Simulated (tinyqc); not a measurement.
Where the wafer is too thin: surface photovoltage measurement of the minority-carrier diffusion length in a wafer. Computed by tinyqc, a small Python program. Command: `OMP_NUM_THREADS=1 python tinyqc.py 3130043 3130044 out.jsonl spv walk`. One thread of a shared host (Intel(R) Xeon(R) Processor @ 2.30GHz), about 0.01 s of CPU time with the checks.

Low injection, steady light, a depletion layer much thinner than 1/alpha and L. The excess density dn is taken at the front edge of the neutral region; light that reaches the back is lost.

Inputs (values chosen for the exercise, modelled on p-type silicon at room temperature):
```
quantity                            value        unit
wafer thickness W                     300  micrometre
diffusivity D                        29.6      cm^2/s
front recombination velocity S_f    45000        cm/s
back recombination velocity S_b       660        cm/s
photon flux entering              8.5e+13  1/(cm^2 s)
```

Method:
- alpha = (84.732/lambda - 76.417)^2 per cm with lambda in micrometre (an empirical fit for silicon between 0.7 and 1.05 micrometre).
- Thick wafer: dn = Phi L/((S_f + D/L)(L + 1/alpha)). Finite wafer, with s = S_b L/D, w = W/L, a = alpha L: dn = [Phi a/(a^2 - 1)] [a - B - exp(-alpha W)(a - s)/(cosh w + s sinh w)]/(S_f + B D/L), B = (sinh w + s cosh w)/(cosh w + s sinh w).
- Readings y = (Phi/dn) (1 + noise x g) at 780, 830, 880, 920, 950, 975 and 995 nm; a least-squares line y = c (1/alpha + L_app) gives L_app = intercept/slope.
- No noise; L is varied at fixed W, and the last two columns set S_b to 0 and to 1e7 cm/s.

Apparent length (micrometre):
```
L        W/L  given S_b  S_b = 0  S_b = 1e7
15    20.000      15.00    15.00      15.00
30    10.000      30.00    30.00      30.00
60     5.000      60.07    60.12      59.70
90     3.333      90.76    91.49      87.13
150    2.000     154.00   163.54     127.75
240    1.250     239.93   292.81     158.79
390    0.769     333.25   510.88     177.60
630    0.476     398.53   759.67     186.22
1200   0.250     439.23   993.41     190.45
```

What follows from these numbers?

With a fast back surface L_app levels off, at 190 micrometre in the last row; with a passive one it reaches up to 1.31 times L among these rows and is 993 in the last. All three columns are within 5 % of L down to W/L = 3.3.

Extremes, crossings and ranges named in words are read from the listed rows.
